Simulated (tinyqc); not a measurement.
# Changing the distance d of the charges from the interface

Model: low-temperature mobility of a two-dimensional electron gas with static screening. Computed by tinyqc, a small Python program. Command: `OMP_NUM_THREADS=1 python tinyqc.py 3022560 3022561 out.jsonl twodeg sweep`. One thread of a shared host (Intel(R) Xeon(R) Processor @ 2.30GHz), about 0.08 s of CPU time with the checks.

One subband is filled, the gas is degenerate and scatters at the Fermi circle; one permittivity serves on both sides of the interface. All formulas are in SI units, masses times m_0. Piezoelectric and polar phonons are left out, and n_s is taken as set by a gate, independent of N_i.

Inputs (values chosen for the exercise, modelled on an InAs channel):
```
quantity                     value    unit
in-plane mass m             0.0311     m_0
mass across the layer m_z   0.0292     m_0
permittivity eps              15.3       -
valley degeneracy g_v            1       -
sheet density n_s          3.4e+12  1/cm^2
depletion charge N_d       3.3e+10  1/cm^2
roughness height Delta        0.25      nm
correlation length Lambda      6.3      nm
remote charge density N_i  4.3e+10  1/cm^2
density rho                   5680  kg/m^3
sound velocity v_l            4200     m/s
deformation potential D_A      6.9      eV
temperature T                   77       K
```

Wave function: ideal sheet. Roughness spectrum: Gaussian.

Constants: m_0 = 9.1093837015e-31 kg; e = 1.602176634e-19 C; eps_0 = 8.8541878128e-12 F/m; hbar = 1.054571817e-34 J s; k_B = 1.380649e-23 J/K.

Method:
- k_F = sqrt(2 pi n_s/g_v); E_F = hbar^2 k_F^2/(2 m); q_TF = g_v m e^2/(2 pi eps eps_0 hbar^2); Fang-Howard parameter b = [12 m_z e^2 (N_d + 11 n_s/32)/(eps eps_0 hbar^2)]^(1/3), mean depth 3/b; effective field F = e (N_d + n_s/2)/(eps eps_0).
- Form factors of a sheet of zero thickness: G(q) = 1, P(q) = exp(-q d). Dielectric function eps(q) = 1 + q_TF G(q)/q, with q = 2 k_F sin(theta/2).
- Roughness: <|U|^2> = (e F)^2 S(q), S = pi Delta^2 Lambda^2 exp(-q^2 Lambda^2/4).
- 1/tau_t = (m/(pi hbar^3)) int_0^pi (1 - cos theta) <|U|^2>/eps(q)^2 dtheta; the quantum rate 1/tau_q drops the factor (1 - cos theta); 200 Gauss-Legendre points in s with theta = pi s^2, s from 0 to 1; mu = e tau_t/m.
- Remote charges: <|U|^2> = N_i [e^2 P(q)/(2 eps eps_0 q)]^2.
- Unscreened deformation potential in equipartition: 1/tau = m D_A^2 k_B T I/(rho v_l^2 hbar^3), I = int |psi|^4 dz = 3 b/16 for the Fang-Howard function (used for both wave-function options); mu = e tau/m. Bloch-Grueneisen temperature T_BG = 2 hbar v_l k_F/k_B.
- At the Fermi circle the rates add, so 1/mu is the sum; sheet resistance 1/(n_s e mu); mean free path hbar k_F mu/e; the quantum time adds the rates 1/tau_q, with the isotropic acoustic rate e/(m mu).

One run for each value; columns: (1) distance d of the charges from the interface (nm); (2) remote-charge mobility (cm^2/(V s)); (3) tau_t/tau_q, charges; (4) mobility mu (cm^2/(V s)); (5) tau_q, charges (ps):
```
(1)           (2)        (3)        (4)    (5)
0.50    6.785e+05  8.502e+00  4.010e+05   1.41
0.97    1.150e+06  1.291e+01  5.292e+05   1.57
1.90    2.720e+06  2.591e+01  7.205e+05   1.86
3.60    7.856e+06  6.052e+01  8.715e+05   2.30
7.10    2.683e+07  1.537e+02  9.457e+05   3.09
14.00   1.038e+08  4.071e+02  9.710e+05   4.51
27.00   4.464e+08  1.122e+03  9.781e+05   7.03
52.00   2.215e+09  3.334e+03  9.798e+05  11.74
100.00  1.239e+10  1.061e+04  9.801e+05  20.65
```

Over the rows, remote-charge mobility (cm^2/(V s)) rises from 679000 to 1.24e10 (exponent d ln y / d ln x 0.80 between the first rows and 2.6 between the last); tau_t/tau_q, charges rises from 8.50 to 10600 (exponent d ln y / d ln x 0.63 between the first rows and 1.8 between the last); mobility mu (cm^2/(V s)) rises from 401000 to 980000 (exponent d ln y / d ln x 0.42 between the first rows and 5.6e-4 between the last). tau_q grows only by a factor 14.6 while the remote-charge mobility grows by 18300: a spacer removes large-angle events first.

Caution (all rows): E_F exceeds 100 meV in a band of small mass, where non-parabolicity and upper valleys, left out here, matter. Caution (all rows): E_F exceeds 1.1 (hbar^2 e^2 F^2/2 m_z)^(1/3), of the order of the first subband spacing (1.75 times that in a triangular well, less with self-consistent band bending), so a second subband may fill.
